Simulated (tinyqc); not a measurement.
A and C from the efficiency peak.

Problem. ABC model of an LED: J = q da (A n + Ba n^2 + Ca n^3), IQE = Ba n^2/(A n + Ba n^2 + Ca n^3), differential lifetime 1/(A + 2 Ba n + 3 Ca n^2). The peak lies at n = sqrt(A/Ca). Given Ba, find n at the peak, A and Ca.

Values chosen for this exercise: radiative coefficient of the active layer Ba = 5.3e-10 cm^3/s; thickness of the active layer da = 4.5 nm.

Constants: q = 1.602176634e-19 C. Results are converted to the units shown.

peak IQE = 99.632202 %
J at the peak = 0.48492266 A/cm^2

Answer. IQE J = q da Ba n^2 gives n. At the peak A n = Ca n^3, each being half of the non-radiative rate Ba n^2 (1/IQE - 1).

n at the peak = 1.124e17 cm^-3
A = 1.100e5 1/s
Ca = 8.700e-30 cm^6/s

Program tinyqc, `OMP_NUM_THREADS=1 python tinyqc.py 2300001 2300002 out.jsonl`; Intel Xeon 2.30GHz, shared host, one thread, about 0.01 s.
